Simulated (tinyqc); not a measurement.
Changing the surface recombination velocity S: photoconductance decay in a wafer: bulk and surface recombination modes, and iron detection by pair splitting. Computed by tinyqc, a small Python program. Command: `OMP_NUM_THREADS=1 python tinyqc.py 3111429 3111430 out.jsonl pcd sweep`. One thread of a shared host (Intel(R) Xeon(R) Processor @ 2.30GHz), about 0.04 s of CPU time with the checks.

Both faces of the wafer have the same S; injection is low and all coefficients are constant. x runs from -W/2 to W/2.

Inputs (values chosen for the exercise, modelled on p-type silicon): thickness W = 775 micrometre; diffusivity D = 32.5 cm^2/s; bulk lifetime tau_b without iron = 500 microsecond.

Method:
- h = S W/(2 D). Solve f(b) = b sin b - h cos b = 0 from b = (pi/2) sqrt(h/(h + pi^2/4)), with f'(b) = (1 + h) sin b + b cos b; four steps.
- Even modes cos(a x) obey b tan b = S W/(2 D) with b = a W/2, odd modes sin(a x) obey -b cot b = S W/(2 D); each decays at the rate 1/tau_b + D a^2.
- tau_eff is the decay time of the first mode. The surface time is 1/(D a^2) of that mode; shortcuts for it are W/(2 S), W^2/(pi^2 D) and their sum, whose error is sum/surface time - 1.

One run for each value:
```
surface recombination velocity S (cm/s)  tau_eff (microsecond)  surface time (microsecond)  error of the sum (%)          h
3.00e-01                                                 498.1                   1.292e+05             2.573e-03  3.577e-04
1.60e+00                                                 489.9                   2.423e+04             1.371e-02  1.908e-03
8.40e+00                                                 451.3                   4.629e+03             7.160e-02  1.002e-02
4.50e+01                                                 318.4                   8.766e+02             3.730e-01  5.365e-02
2.40e+02                                                 130.8                   1.771e+02             1.722e+00  2.862e-01
1.30e+03                                                  42.4                   4.634e+01             4.732e+00  1.550e+00
6.70e+03                                                  22.6                   2.365e+01             3.615e+00  7.988e+00
3.60e+04                                                  18.9                   1.961e+01             9.900e-01  4.292e+01
1.90e+05                                                  18.2                   1.889e+01             2.026e-01  2.265e+02
1.00e+06                                                  18.1                   1.876e+01             3.907e-02  1.192e+03
```

Over the rows, tau_eff (microsecond) falls from 498 to 18.1 (exponent d ln y / d ln x -0.0099 between the first rows and -0.0041 between the last); surface time (microsecond) falls from 129000 to 18.8 (exponent d ln y / d ln x -1.00 between the first rows and -0.0043 between the last); error of the sum (%) goes from 0.00257 through a maximum among these rows, 4.73 at 1300, to 0.0391. At the low end the exponent of surface time is -1.00, close to -1: slow surfaces, W/(2 S). At the high end the exponent of surface time is 0.00, close to 0: fast surfaces, limited by diffusion. The sum of the two shortcuts misses by at most about 4.7 % over these rows.

Extremes, crossings and ranges named in words are read from the listed rows.
